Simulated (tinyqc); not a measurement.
G0W0 on RHF in the sto-3g basis, for H3+, spin multiplicity 1, step by step. One step of it, computed by the program tinyqc.

Task: G0W0 on Hartree-Fock: HOMO. W(p,q,m) = sqrt2 sum_ia (pq|ia) (X+Y)_ia,m; Sigma_c(x) = sum_(i,m) W^2/(x - e_i + w_m) + sum_(a,m) W^2/(x - e_a - w_m); solve x = e_p + Sigma_c(x) by Newton steps; Z = 1/(1 - dSigma/dx); 1 hartree = 27.211386 eV.

orbital energies (hartree): [-0.976066, -0.165825, -0.104773]

Two-electron integrals over orbitals (pq|rs), unique and non-zero (hartree):
```
(11|11) 0.535617    (21|11) -0.010697   (21|21) 0.145885    (22|11) 0.518175
(22|21) 0.106392    (22|22) 0.622697    (31|31) 0.147783    (32|31) -0.100570
(32|32) 0.075236    (33|11) 0.532244    (33|21) -0.109355   (33|22) 0.447452
(33|33) 0.626172
```

excitation energies w (hartree): [1.062685, 1.128805]

X + Y, order 1>2, 1>3:
```
[[0.873182, 0.000000],
 [0.000000, 0.878562]]
```

Give: The 12 largest terms at x = e_p; Newton steps; quasiparticle energy of the HOMO; Hartree-Fock value.

Result:

The 12 largest terms at x = e_p (hartree; W for the signs of X + Y given):
```
q  m        W      term
2  1   0.1801   -0.0173
3  2   0.1836   -0.0169
1  1  -0.0132  1.64e-04
```

Newton steps (hartree):
```
step        x  Sigma_c(x)       Z
0     -0.9761     -0.0340  0.9825
1     -1.0095     -0.0334  0.9830
2     -1.0095     -0.0334  0.9830
```

quasiparticle energy of the HOMO = -27.4699 eV

Hartree-Fock value = -26.5601 eV
